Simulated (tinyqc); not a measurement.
MOS inversion layer, Poisson-Schroedinger loop: effect of the temperature.

Electrons confined at an insulator interface at z = 0, treated as a hard wall; parabolic valleys, Hartree approximation, no image or exchange terms. The depletion charge lies far deeper than the electrons and gives a uniform field q Nd/(eps0 eps_r); the gate balances all charge. Energies are counted from the band edge at the interface.

Schroedinger equation -(C/mz) psi'' + (V0 + U + dE for set B) psi = E psi, C = hbar^2/(2 m0), psi(0) = 0, on a uniform mesh of 800 nodes with a far wall at 35 nm, 8 levels a set; V0 = q Nd z/(eps0 eps_r); dU/dz = q (Ns - integral of n from 0 to z)/(eps0 eps_r), U(0) = 0; N_k = g md m0 q Vt/(pi hbar^2) ln(1 + exp((EF - E_k)/Vt)), g the number of valleys of the set, sum N_k = Ns. Triangular well: E_k = a_k (C F^2/mz)^(1/3), a_1 = 2.338107, a_2 = 4.087949, C = hbar^2/(2 m0), F in eV/nm. Fang-Howard (all electrons in the lowest level of set A): b^3 = 6 (mz1/C) q (Nd + 11 Ns/32)/(eps0 eps_r), centroid 3/b, level C b^2/(4 mz1) + (3/b) q (Nd + 11 Ns/16)/(eps0 eps_r). The centroid adds 3.9 z_av/eps_r to an oxide-equivalent thickness.

Inputs (values chosen for the exercise); masses and permittivity close to those of germanium (111): relative permittivity eps_r = 16.1; mass along z of valley set A (1 valley(s)) mz1 = 1.57 m0; in-plane density-of-states mass of set A md1 = 0.0821 m0; mass along z of valley set B (3 valley(s)) mz2 = 0.0903 m0; in-plane density-of-states mass of set B md2 = 0.338 m0; sheet density of electrons Ns = 1e13 cm^-2; sheet density of depletion charge Nd = 2.7e10 cm^-2; extra shift of set B (strain) dE = 0 eV.

Constants: q = 1.602176634e-19 C, kB = 1.380649e-23 J/K, hbar = 1.054571817e-34 J s, m0 = 9.1093837015e-31 kg, Vt = kB T/q, eps0 = 8.8541878128e-14 F/cm where lengths are in cm, hbar^2/(2 m0) = 0.0380998212 eV nm^2. Results are converted to the units shown.

The same in every row: Fang-Howard centroid (nm) = 1.41.

Result of one run:

| T (K) | A1 (meV) | B1 (meV) | EF (meV) | share of A1 (%) | share of set A (%) | centroid z_av (nm) | added oxide equivalent (nm) |
|---|---|---|---|---|---|---|---|
| 77 | 144 | 272 | 276 | 45.1 | 71.1 | 2.63 | 0.637 |

What becomes of these results when the temperature T is changed from 77 to 300 K, all else the same?

Result of the changed run:

| T (K) | A1 (meV) | B1 (meV) | EF (meV) | share of A1 (%) | share of set A (%) | centroid z_av (nm) | added oxide equivalent (nm) |
|---|---|---|---|---|---|---|---|
| 300 | 146 | 288 | 261 | 39.6 | 61.6 | 3.24 | 0.785 |

The whole series:

| T (K) | A1 (meV) | B1 (meV) | EF (meV) | share of A1 (%) | share of set A (%) | centroid z_av (nm) | added oxide equivalent (nm) |
|---|---|---|---|---|---|---|---|
| 20 | 144 | 270 | 277 | 45.6 | 71.9 | 2.56 | 0.619 |
| 50 | 144 | 271 | 276 | 45.4 | 71.7 | 2.58 | 0.624 |
| 77 | 144 | 272 | 276 | 45.1 | 71.1 | 2.63 | 0.637 |
| 120 | 144 | 274 | 274 | 44.4 | 69.7 | 2.73 | 0.662 |
| 200 | 145 | 280 | 269 | 42.6 | 66.2 | 2.95 | 0.716 |
| 300 | 146 | 288 | 261 | 39.6 | 61.6 | 3.24 | 0.785 |
| 400 | 146 | 295 | 250 | 36.3 | 57.1 | 3.52 | 0.853 |
| 500 | 147 | 303 | 238 | 32.8 | 53.0 | 3.80 | 0.920 |

As T goes from 20 to 500, A1 rises from 144 to 147 meV, the share of A1 falls from 45.6 to 32.8 % and the centroid rises from 2.56 to 3.80 nm. The Fang-Howard centroid is 45 % below the full one in the first row, where A1 holds 45.6 %, and 63 % below it in the last, where A1 holds 32.8 %.

Computed by the program tinyqc: `OMP_NUM_THREADS=1 python tinyqc.py 2160053 2160054 out.jsonl`, one thread of a shared Intel Xeon 2.30GHz, about 2 s for the whole run.
